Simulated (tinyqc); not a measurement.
Ion-assisted plasma etching: sheath, surface coverage, synergy and aspect-ratio dependence: one step, computed by the program tinyqc. Command: `OMP_NUM_THREADS=1 python tinyqc.py 3017044 3017045 out.jsonl etch walk`. One thread of a shared host (Intel(R) Xeon(R) Processor @ 2.30GHz), about 0.06 s of CPU time with the checks.

Radicals adsorb on bare sites; ions remove covered sites with a high yield and bare sites by sputtering; a slow spontaneous reaction acts everywhere, walls included.

Problem. Rate at the floor of the feature. Transmission of a long trench, rough form: K = (1 + ln(1 + A))/(1 + A + ln(1 + A)), walls that scatter diffusely without loss. With a loss probability S = s (1 - theta) at the floor, G_b/G_n = K/(K + S - K S); theta follows G_b, and the two are solved together. Ions are taken to reach the floor unshadowed; G_b replaces G_n in every term of the rate; A is depth over width. Steady coverage: s G_n (1 - theta) = x Y G_i theta; removal flux = Y G_i theta + Y_p G_i (1 - theta) + k_c G_n; rate = flux/N, 1 cm/s = 6e8 nm/min.

Inputs (values chosen for the exercise, close to those used for silicon dioxide in a fluorocarbon plasma): gas temperature T_g = 500 K; sticking coefficient s = 0.79; radicals per removed unit x = 2; spontaneous reaction probability k_c = 2e-05; solid density N = 2.2e+22 1/cm^3; aspect ratio A = 2.8.

Feature: long trench.

yield Y = 9.056594

sputter yield Y_p = 0.2657348

ion flux G_i = 2.841998e+15 1/(cm^2 s)

radical flux G_n = 1.380411e+16 1/(cm^2 s)

vertical rate = 139.7159 nm/min

Give: transmission K; G_b/G_n; coverage at the floor; rate at the floor; floor rate over open-field rate.

Solution.

transmission K = 0.4547

G_b/G_n = 0.5405

coverage at the floor = 0.1027

rate at the floor = 90.61 nm/min

floor rate over open-field rate = 0.6485

The lag is 35 %. Caution: a sheath of several millimetres is collisional at usual pressures, which lowers the ion energy and widens the angles. Caution: the trench transmission is an interpolation between the limits 1 and ln(A)/A, good to tens of per cent.
